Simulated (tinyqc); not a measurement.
# Surface photovoltage measurement of the minority-carrier diffusion length in a wafer, step by step

A worked calculation. Computed by tinyqc, a small Python program that keeps every step. Command: `OMP_NUM_THREADS=1 python tinyqc.py 3130208 3130209 out.jsonl spv walk`. One thread of a shared host (Intel(R) Xeon(R) Processor @ 2.30GHz), about 0.01 s of CPU time with the checks. Intermediate numbers are printed to about 7 digits and carried at full precision; extremes and crossings named in words are read from the listed rows.

Low injection, steady light, a depletion layer much thinner than 1/alpha and L. The excess density dn is taken at the front edge of the neutral region; light that reaches the back is lost.

Inputs (values chosen for the exercise, modelled on p-type silicon at room temperature):
```
quantity                                              value               unit
diffusion length L                                       21         micrometre
wafer thickness W                                       775         micrometre
diffusivity D                                          25.6             cm^2/s
front recombination velocity S_f                       5100               cm/s
back recombination velocity S_b                         650               cm/s
photon flux entering                                3.7e+11         1/(cm^2 s)
minority density at the surface barrier scale n_0   4.1e+09             1/cm^3
temperature T                                           298                  K
wavelength                                              856                 nm
relative noise of each reading                            1                  %
diffusion length after pair splitting over L           0.78                  -
iron factor C                                      1.05e+16  micrometre^2/cm^3
```

Constants: k_B = 8.617333262e-05 eV/K.

## One wavelength

alpha = (84.732/lambda - 76.417)^2 per cm with lambda in micrometre (an empirical fit for silicon between 0.7 and 1.05 micrometre). Thick wafer: dn = Phi L/((S_f + D/L)(L + 1/alpha)). Finite wafer, with s = S_b L/D, w = W/L, a = alpha L: dn = [Phi a/(a^2 - 1)] [a - B - exp(-alpha W)(a - s)/(cosh w + s sinh w)]/(S_f + B D/L), B = (sinh w + s cosh w)/(cosh w + s sinh w). Photovoltage V = (k_B T/e) ln(1 + dn/n_0). Lifetime = L^2/D.

alpha = 509.3589 1/cm

penetration depth 1/alpha = 19.63252 micrometre

dn, thick wafer = 1.105962e+07 1/cm^3

B = 1

dn, finite wafer = 1.105962e+07 1/cm^3

photovoltage V = 0.06917680 mV

lifetime = 0.1722656 microsecond

## The linear plot

normal deviates g for the noise: 0.46  -0.42  1.66  -0.13  0.22  -0.85  1.56

Readings y = (Phi/dn) (1 + noise x g) at 780, 830, 880, 920, 950, 975 and 995 nm; a least-squares line y = c (1/alpha + L_app) gives L_app = intercept/slope.

Readings:
```
lambda (nm)  1/alpha (micrometre)  y (cm/s)  line (cm/s)
780                        9.6364   25340.7      25100.4
830                       15.1760   29660.6      29711.0
880                       25.3298   38779.2      38162.2
920                       40.6576   50700.2      50919.7
950                       61.2783   67893.4      68082.6
975                       90.9173   91364.5      92751.6
995                      130.8877  127008.5     126019.5
```

slope = 832.3138 cm/(s micrometre)

apparent length L_app = 20.52094 micrometre

error of L_app (rounded to 0.001) = -2.281 %

At W/L = 36.9 the finite thickness shifts L_app by less than 0.05 %. S_f scales all readings alike and leaves L_app unchanged.

## Where the wafer is too thin

No noise; L is varied at fixed W, and the last two columns set S_b to 0 and to 1e7 cm/s.

Apparent length (micrometre):
```
L            W/L  given S_b       S_b = 0  S_b = 1e7
38.8    19.97423    38.8000  3.880000e+01    38.8000
77.5    10.00000    77.5000  7.750005e+01    77.4999
155.0    5.00000   155.0399  1.551002e+02   154.8869
232.0    3.34052   232.4627  2.339711e+02   229.9227
388.0    1.99742   387.6802  4.174539e+02   359.5505
620.0    1.25000   583.7286  7.944758e+02   479.0492
1010.0   0.76733   783.1770  1.755906e+03   564.6171
1630.0   0.47546   913.1743  4.063697e+03   607.4113
3100.0   0.25000   991.0688  1.196463e+04   629.4414
```

With a fast back surface L_app levels off, at 629 micrometre in the last row; with a passive one it reaches up to 3.86 times L among these rows and is 12000 in the last. All three columns are within 5 % of L down to W/L = 3.3.

## Iron from two lengths

Splitting iron-boron pairs in boron-doped silicon shortens L; with nothing else changing, [Fe] = C (1/L_after^2 - 1/L^2). It is evaluated with the true lengths and with the apparent ones (without noise), which differ when the wafer is not thick against L.

L_after = 16.38 micrometre

[Fe] from the true lengths = 1.532513e+13 1/cm^3

[Fe] from the apparent lengths = 1.532513e+13 1/cm^3

bias, apparent over true less 1 (rounded to 0.001) = 0 %

Checks made by the program: dn against a finite-difference solution (relative difference 2e-05).
